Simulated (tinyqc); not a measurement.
Plane-wave Kohn-Sham cycle with exchange-only LDA in a layered model solid, step by step. One step of it, computed by the program tinyqc.

Problem. Iteration 1: levels at that k. Diagonalise the Hermitian matrix.

H (hartree):
```
           -3         -2         -1         +0         +1         +2         +3
-3   2.071781  -0.270000   0.000000   0.000000   0.000000   0.000000   0.000000
-2  -0.270000   0.717926  -0.270000   0.000000   0.000000   0.000000   0.000000
-1   0.000000  -0.270000  -0.034216  -0.270000   0.000000   0.000000   0.000000
+0   0.000000   0.000000  -0.270000  -0.184644  -0.270000   0.000000   0.000000
+1   0.000000   0.000000   0.000000  -0.270000   0.266641  -0.270000   0.000000
+2   0.000000   0.000000   0.000000   0.000000  -0.270000   1.319639  -0.270000
+3   0.000000   0.000000   0.000000   0.000000   0.000000  -0.270000   2.974351
```

Give: eigenvalues.

Solution.

eigenvalues (hartree): -0.479  -0.002  0.359  0.765  1.346  2.125  3.018
